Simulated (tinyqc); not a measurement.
Yield over energy: physical sputtering: collision-cascade yield, angular dependence, faceting and resputtering in deposition. Computed by tinyqc, a small Python program. Command: `OMP_NUM_THREADS=1 python tinyqc.py 3005265 3005266 out.jsonl sputter walk`. One thread of a shared host (Intel(R) Xeon(R) Processor @ 2.30GHz), about 0.01 s of CPU time with the checks.

Ions start collision cascades; atoms that reach the surface with more than U leave. The target is amorphous or fine-grained.

Inputs (values chosen for the exercise, modelled on argon ions on tantalum):
```
quantity,value,unit
ion Z1,18,-
ion mass M1,39.95,u
target Z2,73,-
target mass M2,180.9,u
surface binding energy U,8.1,eV
target density N,55.5,1/nm^3
fit factor Q,0.59,-
ion energy E,75,eV
current density J,1.7,mA/cm^2
```

Constants: e = 1.602176634e-19 C.

Method. gamma = 4 M1 M2/(M1 + M2)^2; threshold E_th = 6.7 U/gamma for M1 >= M2, else U (1 + 5.7 M1/M2)/gamma. eps = 0.03255 M2 E/(Z1 Z2 (M1 + M2) z), z = (Z1^(2/3) + Z2^(2/3))^(1/2), E in eV; s_n = 3.441 sqrt(eps) ln(eps + 2.718)/(1 + 6.355 sqrt(eps) + eps (6.882 sqrt(eps) - 1.708)); S_n = 84.78 Z1 Z2 M1 s_n/((M1 + M2) z) in eV angstrom^2; alpha = 0.249 (M2/M1)^0.56 + 0.0035 (M2/M1)^1.5 for M1 <= M2, else 0.0875 (M2/M1)^(-0.15) + 0.165 M2/M1; Y0 = 0.042 Q alpha S_n/U [1 - sqrt(E_th/E)]^2.5 (the electronic-loss factor of the full formula is dropped). Erosion rate = Y0 J/(e N); 1 cm^2 = 1e14 nm^2.

threshold E_th = 30.8703 eV

Normal incidence:
```
E (eV),eps,S_n (eV angstrom^2),Y0,Y0 per keV
50,2.0566e-04,184.8,7.3733e-03,0.14747
100,4.1132e-04,252.7,6.2469e-02,0.62469
200,8.2264e-04,341.4,1.8415e-01,0.92075
300,1.2340e-03,404.4,2.8874e-01,0.96247
500,2.0566e-03,496.3,4.5630e-01,0.91260
1000,4.1132e-03,643.7,7.4577e-01,0.74577
2000,8.2264e-03,815.7,1.0995e+00,0.54973
5000,2.0566e-02,1070.8,1.6388e+00,0.32776
10000,4.1132e-02,1271.2,2.0693e+00,0.20693
30000,1.2340e-01,1553.2,2.6884e+00,0.08961
100000,4.1132e-01,1661.8,2.9855e+00,0.02985
```

What does the comparison show, and why?

The yield per keV peaks at 300 eV among these rows, 10 times the threshold, the most economical range for removing atoms. Y0 varies as E^3.08 between the first rows and as E^0.09 at the end, where nuclear stopping is flattening. Caution: within a few times the threshold, cascades are short and these fits are rough. Caution: the electronic-loss factor, dropped here, would lower the yields at the highest energies slightly.

Extremes, crossings and ranges named in words are read from the listed rows.
